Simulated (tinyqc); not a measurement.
Capacitance of parallel on-chip lines from Laplace's equation on a mesh: one step of the calculation.

Cross-section of an endless row of equal lines between two grounded planes; neighbours are driven in antiphase (+1 V and -1 V), so the plane midway between two lines is at 0 V. By symmetry one quarter is solved: x runs from the centre of a line (column 0, mirror) to that midplane (column 5, 0 V), y from the mid-height of the line (row 0, mirror) to the ground plane (row 3, 0 V). The line fills columns 0 to 2 and rows 0 to 1 at 1 V. Cells beside the line (below row 1) have e2, cells above have e1. Each link between nodes has the conductance g = mean permittivity of the two cells beside it (a cell beyond a mirror counts as 0), and the free nodes obey sum g (V_neighbour - V) = 0.

Question. Relaxation sweep. One sweep visits the free nodes row by row from row 0, left to right, and replaces V by V + om (weighted mean of the neighbours - V), using new values at once.

Parameters, values chosen for the exercise: over-relaxation factor om = 1.

V after sweep 1 (V):

|  | col 0 | col 1 | col 2 | col 3 | col 4 | col 5 |
|---|---|---|---|---|---|---|
| row 0 | 1.0000000 | 1.0000000 | 1.0000000 | 0.2500000 | 0.0625000 | 0.0000000 |
| row 1 | 1.0000000 | 1.0000000 | 1.0000000 | 0.3206522 | 0.0978261 | 0.0000000 |
| row 2 | 0.2500000 | 0.3125000 | 0.3281250 | 0.1621943 | 0.0650051 | 0.0000000 |
| row 3 | 0.0000000 | 0.0000000 | 0.0000000 | 0.0000000 | 0.0000000 | 0.0000000 |

gx:

|  | col 0 | col 1 | col 2 | col 3 | col 4 |
|---|---|---|---|---|---|
| row 0 | 1.95 | 1.95 | 1.95 | 1.95 | 1.95 |
| row 1 | 3.45 | 3.45 | 3.45 | 3.45 | 3.45 |
| row 2 | 3 | 3 | 3 | 3 | 3 |
| row 3 | 1.5 | 1.5 | 1.5 | 1.5 | 1.5 |

gy:

|  | col 0 | col 1 | col 2 | col 3 | col 4 | col 5 |
|---|---|---|---|---|---|---|
| row 0 | 1.95 | 3.9 | 3.9 | 3.9 | 3.9 | 1.95 |
| row 1 | 1.5 | 3 | 3 | 3 | 3 | 1.5 |
| row 2 | 1.5 | 3 | 3 | 3 | 3 | 1.5 |

Wanted: V after sweep 2.

Answer.

V after sweep 2 (V):

|  | col 0 | col 1 | col 2 | col 3 | col 4 | col 5 |
|---|---|---|---|---|---|---|
| row 0 | 1.0000 | 1.0000 | 1.0000 | 0.4260 | 0.1554 | 0.0000 |
| row 1 | 1.0000 | 1.0000 | 1.0000 | 0.4301 | 0.1656 | 0.0000 |
| row 2 | 0.4062 | 0.4336 | 0.3989 | 0.2235 | 0.0973 | 0.0000 |
| row 3 | 0.0000 | 0.0000 | 0.0000 | 0.0000 | 0.0000 | 0.0000 |

Computed by the program tinyqc: `OMP_NUM_THREADS=1 python tinyqc.py 2790221 2790222 out.jsonl`, one thread of a shared Intel Xeon 2.30GHz, about 1 s for the whole run.
